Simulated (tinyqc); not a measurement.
Admittance spectroscopy of a deep trap: one step of the calculation.

Schottky contact on an n-type layer with shallow donors Nd (all ionised) and a donor-like deep trap, neutral when filled and positive when empty; depletion approximation. Traps within lam of the depletion edge stay filled. The traps at xt = W - lam, where the level crosses the Fermi level, follow a slow signal and not a fast one. w = 2 pi f.

Problem. Widths and limiting capacitances. lam = sqrt(2 eps0 eps_r (EF - ET)/(q Nd)), EF - ET = Et - (kB T/q) ln(Nc(T)/Nd), Nc(T) = Nc (T/300 K)^1.5. In the steady state at the band bending V, 2 eps0 eps_r V/q = Nd W^2 + Nt (W - lam)^2 (the second term only if W > lam). V = Vbi + Vr. C_HF = eps0 eps_r/W, C_LF = eps0 eps_r (Nd + Nt)/(Nd W + Nt xt).

Values chosen for this exercise; material values close to those of gallium arsenide:
- eps_r = 12.7 (relative permittivity)
- Nc = 4.48e17 cm^-3 (conduction-band density of states at 300 K)
- Nd = 3.7e15 cm^-3 (shallow donor density)
- Vbi = 0.99 V (built-in voltage)
- Et = 0.54 eV (depth of the trap below the conduction edge)
- Nt = 4.8e15 cm^-3 (trap density)
- Vr = 1.7 V (reverse bias)
- T = 490 K (temperature)

Constants: q = 1.602176634e-19 C, kB = 1.380649e-23 J/K, eps0 = 8.8541878128e-14 F/cm where lengths are in cm. Results are converted to the units shown.

Wanted: lam; W; xt; C_HF; C_LF.

Solution.

lam = 340.9 nm
W = 837.2 nm
xt = 496.3 nm
C_HF = 13.43 nF/cm^2
C_LF = 17.44 nF/cm^2

The step is 29.9 % of C_HF.

Computed by the program tinyqc: `OMP_NUM_THREADS=1 python tinyqc.py 2050064 2050065 out.jsonl`, one thread of a shared Intel Xeon 2.30GHz, about 0.01 s for the whole run.
